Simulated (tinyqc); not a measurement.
Depolarisation shift: optical transitions of a finite quantum well.

Each carrier sees a square well of width L with its own depth V and masses m (inside), mb (outside); c = hbar^2/2m0, k = sqrt(m E/c), kappa = sqrt(mb (V - E)/c), and level n solves k L + 2 atan[(k/m)/(kappa/mb)] = n pi. The envelope is cos(kz) for odd n and sin(kz) for even n inside, joins exp(-kappa (|z| - L/2)) outside, and is normalised to 1. Excitons and band mixing are left out.

Constants: hbar^2/2m0 = 3.80998211 eV angstrom^2; e^2/(4 pi eps0) = 14.39964547 eV angstrom.

Values chosen for the exercise (near those of an InGaAs well in InAlAs; shifted at random, so the results belong to these values and not to a real crystal):

| symbol | value | unit | meaning |
|---|---|---|---|
| L | 132 | angstrom | well width |
| Vc | 0.533 | eV | conduction offset |
| me | 0.0404 | m0 | electron, well |
| meb | 0.0738 | m0 | electron, barrier |
| eps | 10.9 |  | background dielectric constant |
| Nss | (0.036, 0.09, 0.18, 0.36, 0.54, 0.72, 1.1) | x 1e12/cm^2 | sheet densities |

The collective line lies at E12 sqrt(1 + a), a = 8 pi q (n1 - n2) S/(eps E12), q = e^2/(4 pi eps0), S = integral over z of (integral up to z of psi_1 psi_2)^2. Zero temperature with the mass me in both subbands: n1 - n2 = Ns until Ns reaches D E12, D = me/(2 pi c), and D E12 beyond. 1e12/cm^2 = 1e-4/angstrom^2; exchange and the static band bending by the charge are left out.

Line position:

| Ns (1e12/cm^2) | n1 - n2 | a | line (meV) | shift (meV) |
|---|---|---|---|---|
| 0.036 | 0.036 | 0.0112 | 100.56 | 0.56 |
| 0.090 | 0.090 | 0.0281 | 101.40 | 1.40 |
| 0.18 | 0.180 | 0.0562 | 102.77 | 2.77 |
| 0.36 | 0.360 | 0.1124 | 105.47 | 5.47 |
| 0.54 | 0.540 | 0.1686 | 108.11 | 8.10 |
| 0.72 | 0.720 | 0.2249 | 110.68 | 10.67 |
| 1.1 | 1.100 | 0.3435 | 115.91 | 15.91 |

S = 9.407 angstrom
E12 = 100.00 meV

What can be read from this table?

The upward shift grows from 0.56 to 15.91 meV, 15.9 % of E12 at most. For small a the shift is a E12/2, linear in Ns; in the last row that rule gives 17.18 meV. S/L = 0.0713, against 5/(9 pi^2) = 0.0563 for hard walls.

Run: tinyqc, `OMP_NUM_THREADS=1 python tinyqc.py 1250197 1250198 out.jsonl`; Intel(R) Xeon(R) Processor @ 2.30GHz, one thread, shared host; about 0.06 s of CPU time with all checks.
